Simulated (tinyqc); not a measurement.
Inside a calculation. Method: tight binding, kagome lattice. One step of it, computed by the program tinyqc.

Task: Levels at K. Diagonalise the Hermitian matrix.

H(k) at K (eV):
```
                     A                    B                    C
A             0.000000  -1.520000+0.277128i  -1.520000-0.277128i
B  -1.520000-0.277128i             0.000000  -1.520000+0.277128i
C  -1.520000+0.277128i  -1.520000-0.277128i             0.000000
```

Give: eigenvalues; weights |c|^2 of the basis functions.

Result:

eigenvalues (eV): -3.0400  1.0400  2.0000

weights |c|^2 of the basis functions:
```
   band 1  band 2  band 3
A  0.3333  0.3333  0.3333
B  0.3333  0.3333  0.3333
C  0.3333  0.3333  0.3333
```
